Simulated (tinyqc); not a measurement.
Thermal and gravitational stress in a wafer during furnace and rapid thermal processing, and the onset of slip: one step, computed by the program tinyqc.

A thin free disc in plane stress, isotropic; T(r) = T_centre + dT (r/R)^n. Stress is positive in tension; sigma_SB = 5.670374419e-8 W/(m^2 K^4), g = 9.80665 m/s^2.

Problem. Thermal stress. With x = r/R: s_rr = alpha E dT (1 - x^n)/(n + 2), s_tt = alpha E dT [1 - (n + 1) x^n]/(n + 2).

Inputs (values chosen for the exercise, modelled on silicon):

| quantity | value | unit |
|---|---|---|
| Young's modulus E | 153 | GPa |
| expansion alpha | 4.27 | 1e-6/K |
| edge less centre temperature dT | 39 | K |
| exponent n of the profile | 16 | - |

Temperature profile: edge zone, power law.

Give: Temperature and stresses at r/R = 0, 0.3, 0.5, 0.7, 0.8, 0.9, 0.95, 1; hoop stress at the edge; r/R where s_tt = 0.

Solution.

Temperature and stresses at r/R = 0, 0.3, 0.5, 0.7, 0.8, 0.9, 0.95, 1:

| r/R | T - T_centre (K) | s_rr (MPa) | s_tt (MPa) |
|---|---|---|---|
| 0.00 | 0.00 | 1.416 | 1.42 |
| 0.30 | 0.00 | 1.416 | 1.42 |
| 0.50 | 0.00 | 1.415 | 1.42 |
| 0.70 | 0.13 | 1.411 | 1.34 |
| 0.80 | 1.10 | 1.376 | 0.74 |
| 0.90 | 7.23 | 1.153 | -3.04 |
| 0.95 | 17.16 | 0.793 | -9.18 |
| 1.00 | 39.00 | 0.000 | -22.65 |

hoop stress at the edge = -22.64808 MPa

r/R where s_tt = 0 = 0.8377

The hot edge is squeezed; the edge stress is n times that at the centre in size.
